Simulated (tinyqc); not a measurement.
Surface potential of a MOS transistor: implicit equation and explicit approximations: one step of the calculation.

p-type body, charge-sheet picture, depletion and inversion only, full ionisation (an idealisation for deep acceptors), Boltzmann statistics (rough once Na exp(x - xn) passes about Nc/7). In units of Vt: xg = (Vg - Vfb)/Vt, x = psi/Vt, G = gamma/sqrt(Vt), xn = (2 phiF + Vc)/Vt. The implicit equation is (xg - x)^2 = G^2 [x - 1 + exp(x - xn)] for x above about 3. Cox = eps0 eox/tox.

Question. Potential, charges and gate control. psi = Vt x; N_dep = Cox Vt G sqrt(x - 1)/q; N_inv = (Cox Vt G/q) [sqrt(x - 1 + exp(x - xn)) - sqrt(x - 1)]; dpsi/dVg = 1/[1 + G^2 (1 + exp(x - xn))/(2 (xg - x))].

Inputs (values chosen for the exercise); band and dielectric values close to those of germanium: temperature T = 250 K; relative permittivity of the gate insulator (close to silicon nitride) eox = 7.41; insulator thickness tox = 6.1 nm; channel-body voltage Vc = 0 V.

Constants: q = 1.602176634e-19 C, kB = 1.380649e-23 J/K, Vt = kB T/q, eps0 = 8.8541878128e-14 F/cm where lengths are in cm. Results are converted to the units shown.

converged x = 10.848210
G = 1.4243111
xn = 23.205533
xg = 15.317964

Wanted: psi; N_dep; N_inv; dpsi/dVg.

Answer.

psi = 0.2337 V
N_dep = 6.464e11 cm^-2
N_inv = 1.411e5 cm^-2
dpsi/dVg = 0.8150

psi lies 12 Vt below 2 phiF + Vc.

Computed by the program tinyqc: `OMP_NUM_THREADS=1 python tinyqc.py 2122157 2122158 out.jsonl`, one thread of a shared Intel Xeon 2.30GHz, about 0.01 s for the whole run.
